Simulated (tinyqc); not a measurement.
Voltage acceleration of oxide breakdown, four models on the same data: two steps of the calculation.

Field E = V/tox in MV/cm. Models: ln(t63/1 s) = a - c X with X = E (E model), -1/E (1/E model), ln V (power law, c the exponent n) or sqrt(E).

Inputs (values chosen for the exercise): oxide thickness tox = 5.5 nm; use voltage Vu = 2.7 V; stress temperature Ts = 423 K; use temperature Tu = 378 K; activation energy Ea = 0.52 eV; factor for area and percentile ks = 6.3e-6.

Constants: q = 1.602176634e-19 C, kB = 1.380649e-23 J/K. Results are converted to the units shown.

Problem 1. Fitting the models. The three stress times were made with the 1/E model, c = 401, and are treated as data. For each model fit ln t63 on X by least squares over the three points.

```
stress	V (V)	t63 (s)
0	4.4	8.357e7
1	5.52	3200
2	6.09	76.04
```

Find: c; a; largest misfit in ln t63 (0: below 0.002).

Solution 1.

```
model	c	a	largest misfit in ln t63 (0: below 0.002)
E	4.592	54.77	0.6129
1/E	401.0	-31.88	0.0000
power	43.15	82.09	0.2951
sqrt E	28.19	97.84	0.4515
```

The worst misfit of any model is 0.61 in ln t63, a factor of 1.85 in time, comparable to the scatter of t63 from small samples, so such data hardly tell the models apart.

Problem 2. Projection to use conditions. Project to Vu, multiply by exp[(Ea q/kB)(1/Tu - 1/Ts)] and by ks; ten years are 3.15576e8 s. The largest voltage for ten years solves the same relation for V.

```
model	c	a
E	4.5918209	54.769031
1/E	401.00096	-31.883919
power	43.153010	82.087668
sqrt E	28.193867	97.841179
```

Wanted: temperature factor; lifetime; largest voltage for ten years.

Solution 2.

temperature factor = 5.4646

```
model	lifetime (years)	largest voltage for ten years (V)
E	108.13	2.9852
1/E	4.6376e9	3.5728
power	1.1840e5	3.3555
sqrt E	2513.7	3.1989
```

The lifetimes span 7.63 decades, from the E model (most cautious) to the 1/E model; the allowed voltage spans 2.99 to 3.57 V. 4 of the four models pass ten years at Vu. Lifetimes beyond a thousand years are formal extrapolations.

Range of the model: All four laws are empirical fits; none is established far below the stress range.

Computed by the program tinyqc: `OMP_NUM_THREADS=1 python tinyqc.py 2070038 2070039 out.jsonl`, one thread of a shared Intel Xeon 2.30GHz, about 0.01 s for the whole run.
